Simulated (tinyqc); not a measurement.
Three surfaces against bond counting: Gupta-type many-body potential for a metal. Computed by tinyqc, a small Python program. Command: `OMP_NUM_THREADS=1 python tinyqc.py 3019813 3019814 out.jsonl gupta walk`. One thread of a shared host (Intel(R) Xeon(R) Processor @ 2.30GHz), about 0.01 s of CPU time with the checks.

E_i = sum_j A exp(-p (r_ij/r0 - 1)) - xi rho_i^gamma, with rho_i = sum_j exp(-2 q (r_ij/r0 - 1)); gamma = 1/2 is the tight-binding second-moment form. The crystal is fcc unless stated; d is the neighbour distance and a fixed number of shells is kept.

Inputs (values chosen for the exercise, modelled on nickel):
```
quantity                   value      unit
repulsion A               0.0367        eV
hopping xi                  1.03        eV
decay p                     17.3         -
decay q                     1.17         -
reference distance r0      2.491  angstrom
shells kept                    3         -
embedding exponent gamma     0.5         -
```

Constants: 1 eV/angstrom^3 = 160.2176634 GPa; 1 eV/angstrom^2 = 16.02176634 J/m^2.

Method:
- fcc shells: d sqrt(k), k = 1..5, with 12, 6, 24, 12, 24 atoms; Omega = d^3/sqrt2.
- Equilibrium: dE/dd = 0; B = d^2 E''(d)/(9 Omega).
- Cut the crystal without relaxation; an atom in layer l keeps the neighbours that lie below the surface plane. Excess = E_i + E_c. Surface energy = sum of excesses over the layers, divided by the area per surface atom: (sqrt3/2) d^2 for (111), d^2 for (100), sqrt2 d^2 for (110).
- Bond counting with pair bonds charges E_c/12 for each missing nearest neighbour: 3, 4 and 6 per surface cell.

neighbour distance d = 2.52010 angstrom

cohesive energy E_c = 4.00924 eV

Surfaces:
```
face   missing bonds  excess (eV)  bond counting (eV)    ratio  surface energy (J/m^2)
(111)              3       0.7106              1.0023  0.70894                  2.0699
(100)              4       0.8599              1.3364  0.64343                  2.1693
(110)              6       1.2533              2.0046  0.62522                  2.2358
```

What does the comparison show, and why?

The order of surface energies is (111) < (100) < (110), with (110)/(111) = 1.080 against 1.225 from counting first-neighbour bonds. The excess is 0.63 to 0.71 of the bond-counting value: atoms with fewer neighbours have stronger bonds. Further shells enter the excess but not the count. Caution: relaxation, left out here, lowers surface energies. Caution: fitted second-moment potentials usually give surface energies well below measured ones.
